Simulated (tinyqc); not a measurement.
# Scattering rates of a carrier in a spherical band by Fermi's golden rule, step by step

A worked calculation. Computed by tinyqc, a small Python program that keeps every step. Command: `OMP_NUM_THREADS=1 python tinyqc.py 3021541 3021542 out.jsonl scatter walk`. One thread of a shared host (Intel(R) Xeon(R) Processor @ 2.30GHz), about 0.01 s of CPU time with the checks. Intermediate numbers are printed to about 6 digits and carried at full precision; extremes and crossings named in words are read from the listed rows.

All processes here are isotropic or elastic, and the rate listed is the momentum relaxation rate.

Inputs (values chosen for the exercise, for a model non-polar semiconductor):
```
quantity                                            value       unit
density-of-states mass of one valley m              0.296        m_0
static permittivity eps_s                            13.5          -
density rho                                          4790     kg/m^3
sound velocity v_l                                  11800        m/s
acoustic deformation potential D_A                    4.5         eV
phonon energy hbar w                                 59.4        meV
optical or intervalley deformation potential D_o      2.3  1e8 eV/cm
final valleys Z_f                                       5          -
ionised impurity density N_I                      1.3e+17     1/cm^3
temperature T                                         300          K
carrier energy E                                       41        meV
alloy fraction x                                     0.22          -
alloy potential U                                     1.1         eV
lattice constant a                                   5.55   angstrom
```

Crystal: non-polar. Band: parabolic. Impurity formula: Brooks-Herring. Further scattering: alloy.

Constants: m_0 = 9.1093837015e-31 kg; e = 1.602176634e-19 C; hbar = 1.054571817e-34 J s; k_B = 8.617333262e-05 eV/K; eps_0 = 8.8541878128e-12 F/m; k_B = 1.380649e-23 J/K; hbar = 6.582119569e-16 eV s.

## The band at energy E

Parabolic band: E = hbar^2 k^2/(2 m), speed v = hbar k/m, states per spin, volume and energy g(E) = m k/(2 pi^2 hbar^2). Masses are multiplied by m_0 and all formulas are in SI units.

wave number k = 0.564386 1/nm

speed v = 220735 m/s

g(E) = 1.11067e+20 1/(eV cm^3)

## Phonon occupation and screening length

Phonon occupation N_q = 1/(exp(hbar w/(k_B T)) - 1). Debye screening by free carriers of density N_I: L_s = sqrt(eps_s eps_0 k_B T/(e^2 N_I)).

N_q = 0.111717

screening length L_s = 12.1804 nm

Above the threshold emission is favoured over absorption by (N_q + 1)/N_q = exp(hbar w/k_B T) = 9.95, apart from the density of final states.

## Acoustic phonons

Acoustic deformation potential (elastic, equipartition, absorption and emission together): 1/tau = 2 pi k_B T D_A^2 g(E)/(hbar rho v_l^2).

acoustic rate = 1.33330e+11 1/s

## Optical or intervalley phonons

Optical or intervalley deformation potential: 1/tau = (pi Z_f D_o^2/(rho w)) [N_q g(E + hbar w) + (N_q + 1) g(E - hbar w)], with g = 0 below the band edge.

absorption rate = 5.98009e+10 1/s

emission rate = 0 1/s

E lies below hbar w, so emission is forbidden.

## Ionised impurities

Singly charged impurities, momentum relaxation: 1/tau = N_I e^4 m (1 + 2 alpha E) Phi/(8 pi (eps_s eps_0)^2 hbar^3 k^3), with alpha = 0 for a parabolic band. Brooks-Herring: Phi = ln(1 + b) - b/(1 + b), b = 4 k^2 L_s^2.

b = 189.032

ionised-impurity rate = 1.29731e+12 1/s

## All rates at E

Alloy disorder: 1/tau = (2 pi/hbar) Omega x (1 - x) U^2 g(E), Omega = a^3/4 (other conventions for Omega rescale U). Rates add: 1/tau_m is the sum, and the mean free path is v tau_m.

Momentum relaxation rates:
```
process              rate (1/s)  share (%)
acoustic            1.33330e+11    1.22333
optical absorption  5.98009e+10   0.548685
optical emission              0          0
ionised impurity    1.29731e+12    11.9031
alloy               9.40851e+12    86.3249
```

momentum relaxation time tau_m = 91.7519 fs

mean free path = 20.2529 nm

The largest rate is alloy (86 %), then ionised impurity (12 %).

## Rates against energy

The formulas are those given above.

Momentum relaxation rates (1e12/s) and the total time:
```
E (meV)  acoustic  optical absorption  optical emission  ionised impurity    alloy  tau_m (fs)
5.9      0.050578            0.048228           0.00000       1.32721e+01   3.5691     59.0321
15.0     0.080646            0.051479           0.00000       4.50118e+00   5.6908     96.8606
30.0     0.114051            0.056430           0.00000       1.92232e+00   8.0480     98.6112
53.0     0.151592            0.063274           0.00000       9.35477e-01  10.6971     84.4062
65.0     0.167878            0.066566           0.14054       7.19737e-01  11.8464     77.2731
89.0     0.196441            0.072704           0.32312       4.79024e-01  13.8619     66.9647
130.0    0.237416            0.082136           0.49902       2.91739e-01  16.7533     55.9797
210.0    0.301750            0.097958           0.72884       1.54684e-01  21.2931     44.2942
360.0    0.395083            0.122224           1.02970       7.52257e-02  27.8792     33.8966
590.0    0.505782            0.152089           1.36805       3.86126e-02  35.6907     26.4864
```

The largest rate is ionised impurity at 5.90, alloy from 15.0 to 590 meV. Crossing hbar w = 59.4 meV opens emission: tau_m goes from 84.4 to 77.3 fs between the two rows around it. The impurity rate goes between the last rows as E^-1.35, against the E^(-3/2) of unscreened Rutherford scattering; the acoustic rate follows g(E) and grows by a factor 10.0 over the table. At 5.9 meV hbar/tau exceeds E/2, so the golden rule loses its meaning there.

Checks made by the program: Brooks-Herring rate against the angular integral of the screened Coulomb matrix element (relative difference below 1e-10).
